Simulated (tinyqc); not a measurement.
MOS capacitor on a p-type substrate, surface potential from the exact charge relation: one step of the calculation.

Uniform p-type substrate, Boltzmann statistics, full ionisation, classical densities. psi is the surface potential against the body (positive when the bands bend down) and u = psi/Vt. Traps are spread evenly over the gap and neutral at flat band, so their charge is -q Dit psi; the minority quasi-Fermi level is shifted by Vb.

Question. Flat band, threshold and scales. ni = sqrt(Nc Nv) exp(-Eg/(2 Vt)), Eg in volts; phiF = Vt ln(N/ni); Cox = eps0 eox/tox; Vfb = phiM - chi - (Eg - Vt ln(Nv/N)) - q Nf/Cox; Q0 = sqrt(2 eps0 eps_r q N Vt); r = (ni/N)^2 exp(-Vb/Vt); VT = Vfb + [(2 phiF + Vb)(1 + q Dit/Cox) + sqrt(2 eps0 eps_r q N (2 phiF + Vb))/Cox].

Parameters, values chosen for the exercise; band and dielectric values close to those of silicon:
- T = 300 K (temperature)
- Eg = 1.14 eV (band gap)
- eps_r = 11.8 (relative permittivity)
- Nc = 2.78e19 cm^-3 (conduction-band density of states at T)
- Nv = 2.68e19 cm^-3 (valence-band density of states at T)
- chi = 3.99 eV (electron affinity)
- N = 2.8e16 cm^-3 (acceptor density of the substrate)
- eox = 7.49 (relative permittivity of the gate insulator (close to silicon nitride))
- tox = 42 nm (insulator thickness)
- phiM = 4.22 eV (gate work function)
- Nf = -1.4e11 cm^-2 (fixed charge at the interface, in units of q)
- Dit = 0 cm^-2 eV^-1 (density of interface traps)
- Vb = 0 V (reverse bias of the inversion layer against the body)

Constants: q = 1.602176634e-19 C, kB = 1.380649e-23 J/K, Vt = kB T/q, eps0 = 8.8541878128e-14 F/cm where lengths are in cm. Results are converted to the units shown.

Give: ni; phiF; Cox; Vfb; Q0; r; VT.

Answer.

ni = 7.253e9 cm^-3
phiF = 0.3921 V
Cox = 0.1579 uF/cm^2
Vfb = -0.5905 V
Q0 = 15.57 nC/cm^2
r = 6.710e-14
VT = 0.7366 V

Computed by the program tinyqc: `OMP_NUM_THREADS=1 python tinyqc.py 2060067 2060068 out.jsonl`, one thread of a shared Intel Xeon 2.30GHz, about 0.01 s for the whole run.
